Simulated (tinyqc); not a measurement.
Plane-wave Kohn-Sham cycle with exchange-only LDA in a layered model solid, step by step. One step of it, computed by the program tinyqc.

Task: Iteration 1: potential. V_H(G) = 4 pi rho(G)/G^2 for G != 0 (uniform background); v_x = -(3 rho/pi)^(1/3); V = V_ext + V_H + v_x; Fourier components f(G_m) = (1/N) sum_j f(x_j) exp(-i G_m x_j).

A solid whose potential varies along x alone (atomic units):
```
parameter                      value
period a                   11.300000
cross-section of the cell  17.000000
electrons per cell                 2
grid points                       16
plane waves -n..n, n               3
k points                           2
V1 in V1 cos(2 pi x/a)     -0.520000
```

density at the start, on the grid x_j = j a/N (e/bohr^3): 0.01041124  0.01041124  0.01041124  0.01041124  0.01041124  0.01041124  0.01041124  0.01041124  0.01041124  0.01041124  0.01041124  0.01041124  0.01041124  0.01041124  0.01041124  0.01041124

Give: Potentials on the grid; V(G_m), m = 0, 1, 2, ....

Result:

Potentials on the grid (hartree):
```
x        V_ext    V_H     v_x       V
0.000   -0.520  0.000  -0.215  -0.735
0.706   -0.480  0.000  -0.215  -0.695
1.413   -0.368  0.000  -0.215  -0.583
2.119   -0.199  0.000  -0.215  -0.414
2.825        0  0.000  -0.215  -0.215
3.531    0.199  0.000  -0.215  -0.016
4.237    0.368  0.000  -0.215   0.153
4.944    0.480  0.000  -0.215   0.265
5.650    0.520  0.000  -0.215   0.305
6.356    0.480  0.000  -0.215   0.265
7.062    0.368  0.000  -0.215   0.153
7.769    0.199  0.000  -0.215  -0.016
8.475        0  0.000  -0.215  -0.215
9.181   -0.199  0.000  -0.215  -0.414
9.887   -0.368  0.000  -0.215  -0.583
10.594  -0.480  0.000  -0.215  -0.695
```

V(G_m), m = 0, 1, 2, ... (hartree): -0.215  -0.260  0.000  0.000  0.000  0.000  0.000
